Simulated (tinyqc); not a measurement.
Minority carriers and saturation current of a heavily doped emitter: effect of the contact.

n-type, parabolic bands, full ionisation. eta = (EF - Ec)/kB T solves N = Nc F12(eta), F12(x) = (2/sqrt(pi)) int_0^infinity sqrt(u)/(1 + exp(u - x)) du. The gap shrinks rigidly by dEg = a3 y^(1/3) + a4 y^(1/4) + a2 y^(1/2), y = N/1e18 cm^-3, an empirical law that is here taken as the true narrowing.

ni = sqrt(Nc Nv) exp(-Eg/(2 Vt)), Eg in volts; degeneracy factor g = F12(eta) exp(-eta); nie^2 = ni^2 exp(dEg/kB T) g, p0 = nie^2/N; apparent narrowing dEg + kB T ln g. 1/tau = Cn N^2 + 1/ts, D = mup Vt, L = sqrt(D tau); J0 = (q p0 D/L)(s + tanh(W/L))/(1 + s tanh(W/L)), s = S L/D; the share recombining inside is 1 - 1/[cosh(W/L)(1 + tanh(W/L)/s)].

Parameters, values chosen for the exercise; band and dielectric values close to those of silicon: temperature T = 300 K; band gap Eg = 1.13 eV; conduction-band density of states at 300 K Nc = 2.77e19 cm^-3; valence-band density of states at 300 K Nv = 2.66e19 cm^-3; ionised donor density N = 1.2e19 cm^-3; coefficient of (N/1e18)^(1/3) a3 = 17 meV; coefficient of (N/1e18)^(1/4) a4 = 2.2 meV; coefficient of (N/1e18)^(1/2) a2 = 3.4 meV; minority-hole mobility mup = 150 cm^2/(V s); Auger coefficient Cn = 2.5e-31 cm^6/s; defect lifetime ts = 0.11 us; emitter width W = 210 nm.

Constants: q = 1.602176634e-19 C, kB = 1.380649e-23 J/K, Vt = kB T/q. Results are converted to the units shown.

Results:
```
S (cm/s)  J0 (fA/cm^2)  share inside (%)
80              7.4946            92.217
340             9.3819            73.615
1500            17.738            38.815
6200            50.558            13.452
26000           172.76            3.7551
1.1e5           508.77            1.1057
2.1e6           1243.7           0.30073
8.8e6           1325.0           0.26656
```

Estimate the missing row, S = 4.8e5 cm/s.

Computed row:
```
S (cm/s)  J0 (fA/cm^2)  share inside (%)
4.8e5           978.33           0.45190
```

With this row back in the table: J0 rises from 7.49 to 1320 fA/cm^2, between the limits q p0 (D/L) tanh(W/L) = 6.91 and q p0 (D/L) coth(W/L) = 1350; W/L = 0.072, so passivating the contact can gain at most a factor of 196.

Range of the model: Band tails, non-parabolic bands and incomplete ionisation are left out.

tinyqc, about 0.01 s, one thread, Intel Xeon 2.30GHz (shared host): `OMP_NUM_THREADS=1 python tinyqc.py 2330137 2330138 out.jsonl`
